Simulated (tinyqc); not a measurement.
Minority carriers and saturation current of a heavily doped emitter: effect of the contact.

n-type, parabolic bands, full ionisation. eta = (EF - Ec)/kB T solves N = Nc F12(eta), F12(x) = (2/sqrt(pi)) int_0^infinity sqrt(u)/(1 + exp(u - x)) du. The gap shrinks rigidly by dEg = E1 [ln(N/N0) + sqrt(ln^2(N/N0) + 0.5)], an empirical law that is here taken as the true narrowing.

ni = sqrt(Nc Nv) exp(-Eg/(2 Vt)), Eg in volts; degeneracy factor g = F12(eta) exp(-eta); nie^2 = ni^2 exp(dEg/kB T) g, p0 = nie^2/N; apparent narrowing dEg + kB T ln g. 1/tau = Cn N^2 + 1/ts, D = mup Vt, L = sqrt(D tau); J0 = (q p0 D/L)(s + tanh(W/L))/(1 + s tanh(W/L)), s = S L/D; the share recombining inside is 1 - 1/[cosh(W/L)(1 + tanh(W/L)/s)].

Inputs (values chosen for the exercise); band and dielectric values those of a made-up semiconductor: temperature T = 350 K; band gap Eg = 1.38 eV; conduction-band density of states at 350 K Nc = 2.67e19 cm^-3; valence-band density of states at 350 K Nv = 3.55e19 cm^-3; ionised donor density N = 7.5e19 cm^-3; energy of the narrowing law E1 = 6.7 meV; density of the narrowing law N0 = 1.7e17 cm^-3; minority-hole mobility mup = 220 cm^2/(V s); Auger coefficient Cn = 1.6e-31 cm^6/s; defect lifetime ts = 3.2 us; emitter width W = 63 nm.

Constants: q = 1.602176634e-19 C, kB = 1.380649e-23 J/K, Vt = kB T/q. Results are converted to the units shown.

Effect of the contact:
```
S (cm/s)  J0 (fA/cm^2)  share inside (%)
80              0.9068             98.61
340             0.9477             94.35
1500             1.130             79.11
6200             1.863             47.87
26000            4.881             18.10
1.1e5            16.54             5.151
4.8e5            52.72             1.431
2.1e6            111.2            0.5368
8.8e6            148.9            0.3328
```

J0 rises from 0.907 to 149 fA/cm^2, between the limits q p0 (D/L) tanh(W/L) = 0.894 and q p0 (D/L) coth(W/L) = 167; W/L = 0.073, so passivating the contact can gain at most a factor of 186.

Range of the model: Band tails, non-parabolic bands and incomplete ionisation are left out.

Computed by the program tinyqc: `OMP_NUM_THREADS=1 python tinyqc.py 2330074 2330075 out.jsonl`, one thread of a shared Intel Xeon 2.30GHz, about 0.01 s for the whole run.
